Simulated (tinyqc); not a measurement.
The internal displacement: deformation potentials from a strained empirical pseudopotential.

Diamond lattice, no spin-orbit coupling. Atomic form factor V(q) = a1 (q^2 - a2)/(a3 exp(a4 q^2) - 1) in rydberg with q in 1/bohr, for the unstrained cell. Under a strain e the reciprocal vectors and k go over into (1 + e)^(-1) G, the atoms sit at +/- tau with tau = (1 + e) a (1,1,1)/8 - zeta a (eyz, ezx, exy)/4, and H(G,G') = c |k + G|^2 delta + (V(q)/det(1 + e)) cos(q.tau), q = G - G', with the term q = 0 left out; c = hbar^2/2m0. The basis is fixed before straining: all G with |k + G|^2 up to 16 (2 pi/a)^2. k is given in units of 2 pi/a of the unstrained cell.

Constants: hbar^2/2m0 = 3.80998211 eV angstrom^2; Ry = 13.60569312 eV; a0 (Bohr radius) = 0.5291772105 angstrom.

Parameters, chosen for this exercise (out of a larger set: near those of Si; not measured data): a = 5.429 angstrom (lattice constant); A = (0.543, 2.212, 2.051, 0.49) (a1 (Ry bohr^2), a2 (1/bohr^2), a3, a4 (bohr^2)); h = 0.004 (size of the test strain).

Xu of L (level 5, the lowest empty one) and d from exy = eyz = ezx = h for several zeta: Xu = [E(L [111]) - E(L [1-1-1])]/((8/3) h), d = (single valence level - pair)/(3 sqrt(3) h). zeta = 0 strains the bonds with the lattice; zeta = 1 keeps all four bond lengths equal to first order.

Results:

| zeta | Xu (L) (eV) | d (eV) |
|---|---|---|
| 0.00 | 10.72 | 0.97 |
| 0.50 | 11.67 | -3.77 |
| 0.60 | 11.86 | -4.72 |
| 0.75 | 12.16 | -6.14 |
| 1.00 | 12.68 | -8.50 |

Give the missing row, zeta = 0.25.

Computed row:
```
zeta  Xu (L) (eV)  d (eV)
0.25        11.19   -1.40
```

From zeta = 0 to 1, d goes from 0.97 to -8.50 eV and Xu (L) from 10.72 to 12.68 eV, both nearly linearly: the displacement is an optical-phonon mode, and d = d(0) - zeta d0/4 gives its deformation potential d0 = 38 eV. Leaving the relaxation out (zeta = 0 for 0.5) moves d by +4.74 eV, which reverses its sign, and Xu (L) by -0.94 eV. Tetragonal strain has no such freedom.

Run: tinyqc, `OMP_NUM_THREADS=1 python tinyqc.py 1880924 1880925 out.jsonl`; Intel(R) Xeon(R) Processor @ 2.30GHz, one thread, shared host; about 0.2 s of CPU time with all checks.
